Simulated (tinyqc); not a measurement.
# Effective-mass impurity with a central-cell term, in a basis of Slater functions, step by step

A worked calculation. Computed by tinyqc, a small Python program that keeps every step. Command: `OMP_NUM_THREADS=1 python tinyqc.py 3021846 3021847 out.jsonl centralcell walk`. One thread of a shared host (Intel(R) Xeon(R) Processor @ 2.30GHz), about 0.01 s of CPU time with the checks. Intermediate numbers are printed to about 7 digits and carried at full precision; extremes and crossings named in words are read from the listed rows.

The envelope obeys H = -nabla^2 - (2/r) [Z + A exp(-kappa r)] in effective units, with kappa = a*/lambda; positive A deepens the well near the core.

Inputs (values chosen for the exercise, with mass and screening modelled on 4H-SiC):

| quantity | value | unit |
|---|---|---|
| effective mass m | 0.403 | m_0 |
| dielectric constant eps | 9.78 | - |
| charge Z of the core | 1 | - |
| central-cell strength A | 3 | - |
| central-cell range lambda | 1.8 | angstrom |
| basis size n | 5 | - |
| smallest exponent zeta_1 | 0.31 | 1/a* |
| ratio beta of exponents | 2.6 | - |

Impurity: donor, one isotropic band.

Constants: Ry = 13.605693123 eV; a_0 = 0.529177210903 angstrom.

## Effective units

Units: Ry* = Ry m/eps^2 and a* = a_0 eps/m, with m in m_0. kappa = a*/lambda; the hydrogenic ground state is bound by Z^2 Ry*.

Ry* = 57.32552 meV

a* = 12.84207 angstrom

kappa = 7.134482 1/a*

hydrogenic binding energy = 57.32552 meV

## Matrices over the s basis

zeta_i = zeta_1 beta^(i-1), i = 1..n. For s functions exp(-zeta r), with s = zeta_i + zeta_j: S = 2/s^3, T = zeta_i zeta_j S, V = -2 Z/s^2, W = -2 A/(s + kappa)^2; each function is normalised by dividing by sqrt(S_ii S_jj).

exponents (1/a*): 0.31  0.806  2.0956  5.44856  14.16626

overlap S:
```
          1         2         3         4         5
1  1.000000  0.718857  0.300902  0.091963  0.024269
2  0.718857  1.000000  0.718857  0.300902  0.091963
3  0.300902  0.718857  1.000000  0.718857  0.300902
4  0.091963  0.300902  0.718857  1.000000  0.718857
5  0.024269  0.091963  0.300902  0.718857  1.000000
```

kinetic T (Ry*):
```
           1          2          3          4          5
1     0.0961  0.1796136  0.1954767  0.1553305  0.1065769
2  0.1796136   0.649636   1.214188   1.321422   1.050035
3  0.1954767   1.214188   4.391539   8.207911   8.932815
4  0.1553305   1.321422   8.207911   29.68681   55.48548
5  0.1065769   1.050035   8.932815   55.48548   200.6828
```

Coulomb V (Ry*):
```
            1           2           3           4           5
1       -0.62  -0.8022444  -0.7238495  -0.5295748  -0.3513198
2  -0.8022444      -1.612   -2.085835   -1.882009   -1.376895
3  -0.7238495   -2.085835     -4.1912   -5.423172   -4.893223
4  -0.5295748   -1.882009   -5.423172   -10.89712   -14.10025
5  -0.3513198   -1.376895   -4.893223   -14.10025   -28.33251
```

central cell W (Ry*):
```
             1            2           3           4           5
1  -0.01189024  -0.04403497  -0.1380741  -0.3169316  -0.4729304
2  -0.04403497   -0.1642667  -0.5230558   -1.232076   -1.894729
3   -0.1380741   -0.5230558   -1.721899   -4.297587   -7.091869
4   -0.3169316    -1.232076   -4.297587   -11.93955   -22.74530
5   -0.4729304    -1.894729   -7.091869   -22.74530   -54.24101
```

## Generalised eigenproblem

(T + V + W) c = E S c with c^T S c = 1 and the largest component positive.

two lowest levels (Ry*): -1.697324  -0.302042

coefficients of the lowest state: -0.1036884  0.4635534  0.6235405  0.0592717  0.0108086

<T> = 3.514363 Ry*

<W> = -1.557606 Ry*

## Converged levels

Large basis: zeta_i = 0.06 x 1.6^(i-1), i = 1..22, same formulas; for p functions r exp(-zeta r): S = 24/s^5, T = zeta_i zeta_j S (centrifugal term included), V = -12 Z/s^4, W = -12 A/(s + kappa)^4; overlap eigenvalues below 1e-11 are dropped. Binding energies are -E Ry*; the effective quantum number is nu = Z/sqrt(-E); |psi(0)|^2 is given relative to the hydrogenic Z^3/(pi a*^3).

1s binding energy = 97.88310 meV

2s binding energy = 18.08821 meV

2p binding energy = 14.35201 meV

effective quantum number of 1s = 0.7652796

relative |psi(0)|^2 = 11.86304

The central cell moves 1s by +40.558 meV, 2s by +3.757 meV and 2p by +0.0206 meV: p states vanish at the core, so the 2p level gives the hydrogenic scale and 1s the chemical shift. The small basis lies 0.58 meV above the converged 1s level. Caution: the density at the core is many times hydrogenic, so the result hangs on the model potential inside one cell, where the envelope picture is weak.

## Chemical shift by three methods

First order: shift = 8 A Z^3/(2 Z + kappa)^2 Ry*. One exponent: minimise zeta^2 - 2 Z zeta - 8 A zeta^3/(2 zeta + kappa)^2 by golden section on 0.2 to 6 Z. All shifts are the binding beyond Z^2 Ry*.

Shift of the 1s binding energy (meV):

| A | first order | one exponent | large basis |
|---|---|---|---|
| -3.00 | -16.48889 | -11.36434 | -9.87443 |
| -1.50 | -8.24444 | -6.70162 | -6.18405 |
| 0.30 | 1.64889 | 1.73105 | 1.76427 |
| 0.75 | 4.12222 | 4.68272 | 4.91977 |
| 1.50 | 8.24444 | 10.89165 | 12.08804 |
| 3.00 | 16.48889 | 32.96718 | 40.55758 |
| 3.75 | 20.61111 | 55.14706 | 69.18407 |

The three columns are ordered, first order <= one exponent <= large basis, since each is a variational bound with more freedom. At the largest attractive A first order gives 30 % and one exponent 80 % of the shift; at the most repulsive A the true shift is -9.874 meV against -16.489. Attraction pulls the envelope in and feeds itself, repulsion pushes it out and saturates.

## Convergence with the basis

The error is the lowest level above the large-basis value.

Error of the 1s level:

| n | error (meV) | largest exponent (1/a*) |
|---|---|---|
| 1 | 67.16865 | 3.100000e-01 |
| 2 | 30.42453 | 8.060000e-01 |
| 3 | 4.61419 | 2.095600e+00 |
| 4 | 1.00527 | 5.448560e+00 |
| 5 | 0.58309 | 1.416626e+01 |
| 6 | 0.54286 | 3.683227e+01 |
| 7 | 0.53210 | 9.576389e+01 |
| 8 | 0.52890 | 2.489861e+02 |

The error falls from 67.2 to 0.529 meV. The last function changes it by less than 5 %: it has levelled off, and what remains is set by beta and zeta_1, not by the range of exponents.

Checks made by the program: the large basis at A = 0 against Z^2, Z^2/4 and Z^2/4 (relative difference 5e-06).
